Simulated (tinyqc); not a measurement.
Electron-beam lithography: double-Gaussian proximity function, edge placement and dose correction for parallel lines: one step, computed by the program tinyqc.

Lines are infinitely long. Absorbed energy is counted so that the middle of a very large area written at dose 1 receives 1; the resist develops where it exceeds 1/2.

Task: Dose correction. Uncorrected edge energies are M 1. Solve M d = 1/2 for the doses d that put the mean edge energy of every line at the threshold.

M:
```
           1          2          3          4          5
1  0.4243503  0.0904638  0.0012952  0.0076445  0.0004372
2  0.1074054  0.4013250  0.0066609  0.0575894  0.0067887
3  0.0185959  0.1057770  0.2496642  0.1413309  0.0275856
4  0.0090176  0.0653842  0.0098320  0.3838041  0.0388118
5  0.0011718  0.0214826  0.0064870  0.1296703  0.2868976
```

Give: edge energies at dose 1; corrected doses; largest over smallest dose.

Result:

edge energies at dose 1: 1 0.52419, 2 0.57977, 3 0.54295, 4 0.50685, 5 0.44571

corrected doses: 1 0.9850, 2 0.8039, 3 0.8905, 4 0.9977, 5 1.2075

largest over smallest dose = 1.5020
